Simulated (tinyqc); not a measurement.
# Worked calculation: octagonal on-chip spiral inductor, lumped pi model

tinyqc, about 0.01 s, one thread, Intel Xeon 2.30GHz (shared host): `OMP_NUM_THREADS=1 python tinyqc.py 2302024 2302025 out.jsonl` Printed values are rounded.

Outer diameter do = di + 2 n wd + 2 (n - 1) sp, mean da = (do + di)/2, fill p = (do - di)/(do + di), length l = 3.314 n da. L = 2.25 mu0 n^2 da/(1 + 3.55 p), mu0 = 4 pi 1e-7 H/m. Rs = rho l/(wd delta (1 - exp(-th/delta))), delta = sqrt(rho/(pi f mu0)). Cs = n wd^2 eps0 eo/hu across the coil. At each end Cox = l wd eps0 eo/(2 ho) leads to the substrate branch Rsi = 2 rs he/(l wd) in parallel with Csi = l wd eps0 11.7/(2 he). With one end grounded Y = 1/(Rs + i w L) + i w Cs + 1/[1/(i w Cox) + 1/(1/Rsi + i w Csi)], w = 2 pi f; Q = -Im Y/Re Y. Eddy currents in neighbouring turns and in the substrate are left out.

Values chosen for this exercise; values of the order met in silicon radio-frequency processes:
```
symbol,value,unit,meaning
n,4.5,,number of turns
wd,20,um,line width
sp,2,um,space between turns
di,80,um,inner diameter
th,2,um,metal thickness
rho,1.9,uohm cm,metal resistivity
ho,7.9,um,oxide below the coil
hu,1.3,um,oxide between coil and underpass
eo,3.9,,relative permittivity of the oxide
rs,10,ohm cm,substrate resistivity
he,50,um,effective spreading depth in the substrate
f,1,GHz,frequency
```

Constants: eps0 = 8.8541878128e-12 F/m. Results are converted to the units shown.

## Geometry and model elements

do, l, L, delta, Rs, Cs, Cox, Rsi and Csi as defined.

do = 274 um
l = 2639.60 um
L = 3.44060 nH
delta = 2.19380 um
Rs = 1.91099 ohm
Cs = 47.8126 fF
Cox = 115.378 fF
Rsi = 189.423 ohm
Csi = 54.6894 fF

Rs is 1.52 times the direct-current value in this empirical form, which overstates the skin effect of a flat slab when delta is near th and so stands in for some current crowding.

## Admittance, quality factor and apparent inductance

Series branch 1/(Rs + i w L), substrate branch, total Y, Q = -Im Y/Re Y, apparent inductance Im(1/Y)/w, metal-only value w L/Rs, share of the loss in the substrate Re(substrate branch)/Re Y.

series branch = 4.0574-45.8992i mS
substrate branch = 0.095632+0.705587i mS
Y = 4.1531-44.8932i mS
Q = 10.8097
apparent inductance = 3.51511 nH
w L/Rs = 11.3124
share of the loss in the substrate = 2.30269 %

Q is 95.6 % of the metal-only value.
